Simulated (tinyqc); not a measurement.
Four-band model of biased bilayer graphene near K: sweeps and comparisons. A value that a table varies takes the place of the one given here.

Basis A1, B1, A2, B2, with B1 below A2; p = kx + i ky, v_j = (sqrt3/2) a g_j. Diagonal -U/2, -U/2, U/2, U/2; <A1|B1> = <A2|B2> = v0 p*, <B1|A2> = g1, <A1|B2> = v3 p, <A1|A2> = <B1|B2> = -v4 p*.

Inputs chosen for the exercise (near those used for Bernal bilayer graphene; the results hold for these values, not for the real material): a = 2.46 angstrom (lattice constant); g0 = 2.82 eV (hopping in a layer); g1 = 0.407 eV (hopping of the dimer sites); g3 = 0 eV (skew hopping A1-B2); g4 = 0 eV (skew hopping A1-A2); U = 0.27 eV (potential difference of the layers); k = (0.021, 0.029) 1/angstrom (wave vector from K).

## Gap against bias

Closed form for g3 = g4 = 0: gap U g1/sqrt(U^2 + g1^2), ring radius as (U/2 v0) sqrt((2 g1^2 + U^2)/(g1^2 + U^2)). Last column: lowest band 3 less highest band 2 of the full matrix on a polar grid, |k| = 0 to 0.08 in steps of 0.001 1/angstrom, angles 0, 15, 30, 45, 60 degrees.

Gap:
```
U (eV)  gap (eV)  kg (1/angstrom)  gap/U  gap on the grid (eV)
0.02      0.0200           0.0024  0.999                0.0200
0.05      0.0496           0.0059  0.993                0.0496
0.10      0.0971           0.0116  0.971                0.0971
0.15      0.1407           0.0171  0.938                0.1407
0.20      0.1795           0.0224  0.897                0.1795
0.30      0.2415           0.0321  0.805                0.2415
0.40      0.2853           0.0409  0.713                0.2853
0.60      0.3368           0.0573  0.561                0.3368
```

The gap follows U while U << g1 (ratio 0.993 at 0.05 eV) and bends towards g1 = 0.407 eV, reaching 0.337 eV at 0.6. Grid and formula agree within 0.02 meV. U is the screened difference, smaller than the applied field times the layer distance.

## From parabola to cone

U = 0, along kx. Parabola: v0^2 k^2/g1. Hyperbola: sqrt(g1^2/4 + v0^2 k^2) - g1/2. Then bands 3 and 2 of the full matrix for +kx and band 3 for -kx.

Energies (eV):
```
k (1/angstrom)  parabola  hyperbola  band 3, +kx  band 2, +kx  band 3, -kx
0.002             0.0004     0.0004       0.0004      -0.0004       0.0004
0.005             0.0022     0.0022       0.0022      -0.0022       0.0022
0.010             0.0089     0.0087       0.0087      -0.0087       0.0087
0.020             0.0355     0.0328       0.0328      -0.0328       0.0328
0.030             0.0798     0.0683       0.0683      -0.0683       0.0683
0.050             0.2217     0.1593       0.1593      -0.1593       0.1593
0.080             0.5676     0.3184       0.3184      -0.3184       0.3184
0.120             1.2770     0.5456       0.5456      -0.5456       0.5456
```

The parabola is 2 % above the hyperbola at 0.01 and a factor 2.34 at 0.12 1/angstrom, where the slope nears v0. With g3 = g4 = 0 the hyperbola is exact, the bands are isotropic and mirror images.

## What each parameter does

The four levels at k. Each row changes one parameter from the base and keeps the others.

Results:
```
case            band 1 (eV)  band 2 (eV)  band 3 (eV)  band 4 (eV)
base                -0.5302      -0.1164       0.1164       0.5302
g0 = 2.961 eV       -0.5385      -0.1188       0.1188       0.5385
g1 = 0.4477 eV      -0.5616      -0.1187       0.1187       0.5616
g3 = 0.1 eV         -0.5292      -0.1208       0.1208       0.5292
g4 = 0.05 eV        -0.5327      -0.1139       0.1189       0.5277
U = 0.32 eV         -0.5417      -0.1261       0.1261       0.5417
```

The largest shifts from the base row, up to three for each result and ties (the steps differ in size, so this ranks the rows, not the parameters). band 1 (eV): g1 -0.0314, U -0.0116, g0 -0.0083. band 2 (eV): U -0.0098, g3 -0.0045, g4 +0.0025, g0 -0.0025. band 3 (eV): U +0.0098, g3 +0.0045, g4 +0.0025, g0 +0.0025. band 4 (eV): g1 +0.0314, U +0.0116, g0 +0.0083. Only g4 breaks the mirror symmetry between the upper and lower bands.

Run: tinyqc, `OMP_NUM_THREADS=1 python tinyqc.py 1480996 1480997 out.jsonl`; Intel(R) Xeon(R) Processor @ 2.30GHz, one thread, shared host; about 0.04 s of CPU time with all checks.
